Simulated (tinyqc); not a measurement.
## Via and link resistance from two via chains

Question. A chain of 1000 vias joined by 1000 metal links has R = 1000 (Rv + Rlink), with Rlink proportional to the link length. Find Rv, Rlink for length L, and the value of Rv that the short chain would give if the links were ignored.

resistance of chains of 1000 links with link lengths L and 3 L (ohm): [10800, 15400]

Solution. R per link is a straight line in the link length; its intercept at zero length is Rv.

Rv = 8.500 ohm
Rlink = 2.300 ohm
Rv without correction = 10.80 ohm

Numbers from tinyqc (`OMP_NUM_THREADS=1 python tinyqc.py 2750065 2750066 out.jsonl`; about 0.01 s on one thread of a shared Intel Xeon 2.30GHz).
